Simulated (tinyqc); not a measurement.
# Gap and screening length from two transmissions

Inverse problem. At the source junction of a tunnel FET, T(w) = exp(-S), S = 2 pi lam sqrt(m/(C Eg)) [w + Eg/2 - sqrt(w (w + Eg))], C = hbar^2/(2 m0). Find Eg (between 0.1 and 3 eV) and lam.

Parameters, values chosen for the exercise: band-edge mass of the two-band model m = 0.08 m0.

Constants: q = 1.602176634e-19 C, hbar = 1.054571817e-34 J s, m0 = 9.1093837015e-31 kg, hbar^2/(2 m0) = 0.0380998212 eV nm^2. Results are converted to the units shown.

T(w) at w = 0.03 and 0.38 eV: 2.6621783e-9  6.5313195e-5

Solution. The ratio of the two exponents depends on Eg alone and falls steadily with it, which fixes Eg; either exponent then gives lam.

ratio of the two S = 2.049
Eg = 1.360 eV
lam = 5.000 nm

Computed by the program tinyqc: `OMP_NUM_THREADS=1 python tinyqc.py 2620071 2620072 out.jsonl`, one thread of a shared Intel Xeon 2.30GHz, about 0.01 s for the whole run.
